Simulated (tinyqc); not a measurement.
# Random telegraph noise from one oxide trap in a small MOSFET: effect of the gate length

An acceptor-like trap exchanges electrons with the channel. Inversion charge Q = Cox u, u = n Vt W0(exp((Vg - VT)/(n Vt))), W0 the Lambert function, n = nf, Cox = eps0 eox/tox; linear regime Id = (W/L) mu Q Vd. Relative to threshold the surface potential rises by Vt ln(u/u0) and the oxide voltage by the rest of Vg - VT, with u0 = n Vt W0(1).

N = Cox u/q; dpsi = Vt ln(u/u0); E = E0 - dpsi - (xt/tox)(Vg - VT - dpsi); capture time tc = 1/[(N/zi) vth s0 exp(-xt/lt - EB/Vt)]; emission time te = tc exp(-E/Vt); occupancy te/(tc + te). A = W L; threshold step dV = q (1 - xt/tox)/(Cox A); gm/Id = 1/(u + n Vt); relative step dI/I = (gm/Id) dV + asc mu/A. fc = (1/tc + 1/te)/(2 pi); rms = (dI/I) sqrt(tc te)/(tc + te).

Parameters, values chosen for the exercise; values of the order met in silicon transistors:
- T = 250 K (temperature)
- eox = 3.9 (relative permittivity of the gate insulator (close to silicon dioxide))
- tox = 2.6 nm (insulator thickness)
- xt = 1.1 nm (depth of the trap from the channel interface)
- E0 = 0.19 eV (trap level above the channel Fermi level at threshold)
- s0 = 8e-17 cm^2 (capture prefactor)
- EB = 0.18 eV (capture barrier (lattice relaxation))
- lt = 0.14 nm (tunnelling decay length)
- vth = 2.1e7 cm/s (thermal velocity)
- zi = 1.8 nm (thickness of the inversion layer)
- VT = 0.54 V (threshold voltage)
- nf = 1.19 (body factor)
- W = 140 nm (gate width)
- mu = 280 cm^2/(V s) (mobility)
- asc = 0 V s (scattering coefficient of the charged trap)
- Vd = 0.1 V (drain voltage)
- Vg = 0.87 V (gate voltage)

Constants: q = 1.602176634e-19 C, kB = 1.380649e-23 J/K, Vt = kB T/q, eps0 = 8.8541878128e-14 F/cm where lengths are in cm. Results are converted to the units shown.

The same in every row: E (eV) = 0.01409; tc (s) = 5.267e-4; te (s) = 2.739e-4; occupancy = 0.3421; fc (Hz) = 883.3.

Effect of the gate length:
```
L (nm),dI/I (%),rms dI/I (%)
15,1.122,0.5324
25,0.6734,0.3194
41,0.4106,0.1948
67,0.2513,0.1192
110,0.1530,0.07260
180,0.09352,0.04437
300,0.05611,0.02662
500,0.03367,0.01597
```

As L goes from 15 to 500, tc stays at 5.27e-4 s, te stays at 2.74e-4 s and dI/I falls from 1.12 to 0.0337 %. The step goes as 1/(W L), while the times do not depend on the size.

Range of the model: VT is taken as given; short-channel effects and the uneven flow of current among few electrons are left out.

Computed by the program tinyqc: `OMP_NUM_THREADS=1 python tinyqc.py 2710003 2710004 out.jsonl`, one thread of a shared Intel Xeon 2.30GHz, about 0.01 s for the whole run.
